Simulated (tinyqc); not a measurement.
Band bending at a free surface with a continuum of surface states, surface photovoltage and Kelvin probe: one step of the calculation.

n-type bulk, xi = Ec - EF = Vt ln(Nc/Nd), p0 = ni^2/Nd, ni = sqrt(Nc Nv) exp(-Eg/(2 Vt)), Eg in volts. b is the upward band bending, u = b/Vt. Space charge per area, in units of q: Qc = sign(b) sqrt((2 eps0 eps_r Vt/q) [(Nd + dn)(exp(-u) - 1) + Nd u + (p0 + dn)(exp(u) - 1)]), with dn the excess density under light (flat quasi-Fermi levels; 0 in the dark). The states hold -Ds (E0 - xi - b): negative while the Fermi level lies above the neutrality level. Neutrality: Qc + Qf + (charge of the states) = 0.

Question. Band bending in the dark. Newton step: b(new) = b - (Qc + Qf - Ds (E0 - xi - b))/(dQc/db + Ds), dQc/db = (eps0 eps_r/q) [Nd (1 - exp(-u)) + p0 exp(u)]/Qc.

Values chosen for this exercise; band and dielectric values close to those of silicon: temperature T = 300 K; band gap Eg = 1.12 eV; relative permittivity eps_r = 11.5; conduction-band density of states at T Nc = 2.83e19 cm^-3; valence-band density of states at T Nv = 2.65e19 cm^-3; donor density Nd = 1.3e15 cm^-3; fixed positive charge at the surface Qf = 0 cm^-2; density of surface states Ds = 1.8e12 cm^-2 eV^-1; depth of their neutrality level below the conduction edge E0 = 0.59 eV.

Constants: q = 1.602176634e-19 C, kB = 1.380649e-23 J/K, Vt = kB T/q, eps0 = 8.8541878128e-14 F/cm where lengths are in cm. Results are converted to the units shown.

b at the start = 0.27 V

Wanted: b after iteration 1.

Answer.

b after iteration 1 = 0.29471 V

Numbers from tinyqc (`OMP_NUM_THREADS=1 python tinyqc.py 2430086 2430087 out.jsonl`; about 0.01 s on one thread of a shared Intel Xeon 2.30GHz).
